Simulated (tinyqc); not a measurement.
What each parameter does: shallow donor in an anisotropic valley (effective-mass theory).

One valley: H = -c [(d2/dx2 + d2/dy2)/mt + (d2/dz2)/ml] - q/(eps r), c = hbar^2/2m0, q = e^2/(4 pi eps0). Trial function exp(-sqrt((x^2 + y^2)/a^2 + z^2/b^2)) with a > b: T = (c/3)(2/(mt a^2) + 1/(ml b^2)), V = -(q/eps) atan(u/b)/u, u = sqrt(a^2 - b^2). The central cell of the impurity is left out.

Constants: hbar^2/2m0 = 3.80998211 eV angstrom^2; e^2/(4 pi eps0) = 14.39964547 eV angstrom.

Parameters, chosen for this exercise (out of a larger set: near those of 3C SiC; not measured data):
```
symbol  value  unit  meaning
ml      0.692  m0    longitudinal mass
mt      0.245  m0    transverse mass
eps     9.5          dielectric constant
```

The minimum of the trial energy.

Results for these values:
```
case,E (meV),a (angstrom),b (angstrom),b/a
base,-50.49,16.77,11.61,0.692
```

What happens to each result for ml = 0.554 m0, all else kept?

Answer: E rises from -50.49 to -47.48; a rises from 16.77 to 17.45; b rises from 11.61 to 13.06; b/a rises from 0.692 to 0.749.

The same for each parameter in turn:
```
case,E (meV),a (angstrom),b (angstrom),b/a
base,-50.49,16.77,11.61,0.692
ml = 0.554 m0,-47.48,17.45,13.06,0.749
mt = 0.27 m0,-54.19,15.48,11.09,0.716
eps = 8.6,-61.61,15.18,10.51,0.692
```

eps only rescales the solution (E as 1/eps^2, lengths as eps), so b/a depends on ml/mt alone.

(tinyqc, `OMP_NUM_THREADS=1 python tinyqc.py 1280256 1280257 out.jsonl`, Intel(R) Xeon(R) Processor @ 2.30GHz, 1 thread, shared host, about 0.01 s.)
